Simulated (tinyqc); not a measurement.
Resistive memory cell, filament-gap model with Joule heating: two steps of the calculation.

A tunnelling gap g separates the tip of a filament from the electrode. I = I0 exp(-g/g0) sinh(Vd/V0), with Vd = V - I Rs on the device; T = T0 + Rth Vd I at once; the gap closes as dg/dt = -nu exp(-q Ea/(kB T)) sinh(al q Vd/(kB T)). All constants are fitting values of a compact model.

Inputs (values chosen for the exercise):
```
symbol,value,unit,meaning
T0,300,K,ambient temperature
I0,0.67,mA,current scale
g0,0.34,nm,tunnelling length
V0,0.45,V,voltage scale
nu,100,m/s,attempt velocity
Ea,0.9,eV,activation energy
al,0.53,,barrier lowering per volt on the device
Rth,53000,K/W,thermal resistance
Rs,500,ohm,series resistance
V,1.34,V,pulse voltage
```

Constants: q = 1.602176634e-19 C, kB = 1.380649e-23 J/K. Results are converted to the units shown.

Problem 1. Voltage on the device. I = I0 exp(-g/g0) sinh(Vd/V0); Vd(new) = V - Rs I.

Vd after iteration 1 = 1.1667059 V
g = 1 nm

Wanted: I; Vd after iteration 2.

Solution 1.

I = 235.10 uA
Vd after iteration 2 = 1.2224 V

Problem 2. Current, temperature and closing rate. I, T and dg/dt as above.

g = 1 nm
Vd = 1.2103486 V

Give: I; T; lowered barrier Ea - al Vd; -dg/dt.

Solution 2.

I = 259.3 uA
T = 316.6 K
lowered barrier Ea - al Vd = 0.2585 eV
-dg/dt = 0.003839 nm/ns

tinyqc, about 0.1 s, one thread, Intel Xeon 2.30GHz (shared host): `OMP_NUM_THREADS=1 python tinyqc.py 2880128 2880129 out.jsonl`
